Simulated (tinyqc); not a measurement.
Worked calculation: Jacobi rotations on a symmetric matrix. Computed by tinyqc, a small Python program that keeps every step. Settings: method = jacobi. Command: `OMP_NUM_THREADS=1 python tinyqc.py 24617 24618 out.jsonl` (the two numbers bound the seeds that draw the settings). One thread of a shared host (Intel(R) Xeon(R) Processor @ 2.60GHz), about 0.01 s of CPU time with the checks.

## Jacobi rotation 1

A, lower triangle:
```
           1          2          3         4         5         6
1   0.771000
2  -0.065000   0.946000
3  -0.232000  -0.218000   1.744000
4  -0.295000  -0.437000   0.564000  2.097000
5   0.610000  -0.680000  -0.310000  0.864000  2.165000
6   0.489000   0.807000  -0.294000  0.211000  0.195000  4.437000
```

Take the largest off-diagonal element A_pq; tan 2 theta = 2 A_pq / (A_qq - A_pp) with |theta| <= pi/4; A' = J^T A J with J_pp = J_qq = cos, J_pq = sin, J_qp = -sin.

p, q, theta (rad): 4.000000  5.000000  0.765732

A', lower triangle:
```
           1          2          3         4         5         6
1   0.771000
2  -0.065000   0.946000
3  -0.232000  -0.218000   1.744000
4  -0.635428   0.156262   0.621424  1.266331
5   0.235280  -0.793064   0.167418  0.000000  2.995669
6   0.489000   0.807000  -0.294000  0.016957  0.286807  4.437000
```

## Jacobi rotation 2

As before.

p, q, theta (rad): 2.000000  6.000000  0.216531

A', lower triangle:
```
           1          2          3         4         5         6
1   0.771000
2  -0.168540   0.768477
3  -0.232000  -0.149746   1.744000
4  -0.635428   0.148970   0.621424  1.266331
5   0.235280  -0.836164   0.167418  0.000000  2.995669
6   0.463616   0.000000  -0.333970  0.050133  0.109726  4.614523
```

## Jacobi rotation 3

As before.

p, q, theta (rad): 2.000000  5.000000  -0.322028

A', lower triangle:
```
           1          2          3          4         5         6
1   0.771000
2  -0.085413   0.489497
3  -0.232000  -0.089062   1.744000
4  -0.635428   0.141312   0.621424   1.266331
5   0.276527   0.000000   0.206205  -0.047148  3.274648
6   0.463616   0.034727  -0.333970   0.050133  0.104086  4.614523
```

## All rotations

The off-diagonal norm falls at every rotation.

Rotations:
```
step    p    q      theta  off-diagonal norm
1       4    5   0.765732           2.32e+00
2       2    6   0.216531           2.02e+00
3       2    5  -0.322028           1.64e+00
4       1    4  -0.599573           1.37e+00
5       3    4  -0.768576           1.02e+00
6       1    6   0.094929           8.41e-01
7       3    6  -0.160635           6.46e-01
8       4    5  -0.126303           5.07e-01
9       1    5   0.067343           4.17e-01
10      2    4   0.287451           3.31e-01
11      1    3   0.072127           2.58e-01
...   ...  ...        ...                ...
31      2    5   0.000010           4.32e-05
32      4    6  -0.000008           1.46e-05
33      3    4   0.000007           8.42e-06
34      1    2   0.000031           2.98e-06
35      1    6  -4.62e-07           6.15e-07
36      3    6  -1.39e-07           3.92e-07
37      4    5   1.06e-07           2.07e-07
38      1    3   7.10e-08           1.87e-08
39      2    3   5.48e-09           1.17e-08
40      2    6  -1.72e-09           5.37e-09
41      2    4   5.59e-09           1.18e-09
```

eigenvalues: 0.258868  0.439856  1.101774  2.315855  3.317899  4.725747
